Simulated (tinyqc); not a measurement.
One-dimensional ballistic tunnel FET, two-band WKB: one step of the calculation.

A p-type source for x < 0 with its Fermi level at 0 and its valence edge at ds; in the channel the bands fall as D exp(-x/lam) towards their flat values, with the conduction edge at Ec = ds - dP and D = dP + Eg. The gate moves dP one to one. The drain Fermi level lies at -Vd and the drain side reflects nothing. For w = E - Ec between 0 and dP an electron crosses the gap. Two-band dispersion with equal masses m: inside the gap kappa = sqrt(m u (1 - u/Eg)/C), u the distance from a band edge, C = hbar^2/(2 m0).

Task. The exponent in closed form. S(w) = 2 lam int_0^Eg kappa(u) du/(w + Eg - u) = 2 pi lam sqrt(m/(C Eg)) [w + Eg/2 - sqrt(w (w + Eg))], T(w) = exp(-S). The common triangular estimate is S = (4/3) lam sqrt(m/C) Eg^1.5/(dP + Eg) for all w.

Inputs (values chosen for the exercise); band and dielectric values close to those of gallium arsenide: band gap Eg = 1.44 eV; band-edge mass of the two-band model m = 0.068 m0; screening length of the source junction lam = 3.9 nm; tunnelling window Ev(source) - Ec(channel) dP = 0.47 eV; energy above the channel conduction edge w0 = 0.31 eV.

Constants: q = 1.602176634e-19 C, hbar = 1.054571817e-34 J s, m0 = 9.1093837015e-31 kg, hbar^2/(2 m0) = 0.0380998212 eV nm^2. Results are converted to the units shown.

Give: S(w0); T(w0); triangular S.

Result.

S(w0) = 8.006
T(w0) = 3.336e-4
triangular S = 6.285

Program tinyqc, `OMP_NUM_THREADS=1 python tinyqc.py 2620073 2620074 out.jsonl`; Intel Xeon 2.30GHz, shared host, one thread, about 0.01 s.
